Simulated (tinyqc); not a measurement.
Two branches across an indirect gap: complex band structure along [001] in sp3s* tight binding.

For k = (0, 0, kz) the phase sums are g0 = cos(phi) and g3 = i sin(phi), phi = kz a/4, and the s, pz, s* orbitals of anion (a) and cation (c) decouple from px, py. With z = exp(i phi), H(z) = H0 + z T + T^T/z for any complex z. H0 is diagonal (Esa, Epa, Exa, Esc, Epc, Exc). The anion-cation block is B(z) = z U + W/z and the cation-anion block z W^T + U^T/z, where U has Vss/2 (s,s), Vsapc/2 (s,z), -Vscpa/2 (z,s), Vxx/2 (z,z), Vxapc/2 (s*,z), -Vpaxc/2 (z,s*), and W has the same values with the s-z and s*-z signs reversed. |z| = 1 is a band state, |z| < 1 decays along [001] as exp(-kappa d) over a distance d, kappa = -(4/a) ln|z|. No spin-orbit coupling.

Values chosen for the exercise (out of a larger set: near a published set for AlAs, fitted to gaps, whose masses and valley positions are rough (light masses up to twice too heavy); not measured data): p = (-7.456, 0.972, -1.174, 3.551, 7.564, 6.763, -6.643, 1.865, 4.307, 5.081, 5.447, 4.57, 4.987) eV (order Esa, Epa, Esc, Epc, Exa, Exc, Vss, Vxx, Vxy, Vsapc, Vscpa, Vxapc, Vpaxc); a = 5.666 angstrom (lattice constant); Eg = 2.241 eV (top of the energy range, the indirect gap).

Ev = -0.00589 eV

The smallest kappa with Re kz = 0 and the smallest with Re kz > 0, at energies E from Ev; a dash: no such root.

Decay constants:
```
E/Eg  E (eV)  kappa at Gamma (1/angstrom)  kappa off Gamma (1/angstrom)  its Re kz (2 pi/a)
0.05  0.1120                       0.0671                        0.6611               0.753
0.20  0.4482                       0.1279                        0.6175               0.759
0.35  0.7843                       0.1604                        0.5676               0.766
0.50  1.1205                       0.1803                        0.5090               0.774
0.65  1.4567                       0.1911                        0.4376               0.783
0.80  1.7928                       0.1938                        0.3435               0.796
0.90  2.0169                       0.1906                        0.2535               0.808
0.97  2.1738                       0.1855                        0.1485               0.823
```

The branch from the valence band at Gamma decays more slowly below E/Eg of about 0.94, and the branch from the conduction valley above. The two differ in Re kz, so passing from one to the other needs kz from an abrupt interface, a steep field, a phonon or a defect. Valleys off the [001] axis, such as L, are not seen on these branches.

Computed by tinyqc, a small Python program: `OMP_NUM_THREADS=1 python tinyqc.py 1450635 1450636 out.jsonl` (the numbers bound the seed that draws the inputs); one thread of a shared host (Intel(R) Xeon(R) Processor @ 2.30GHz), about 0.01 s for the whole set of steps.
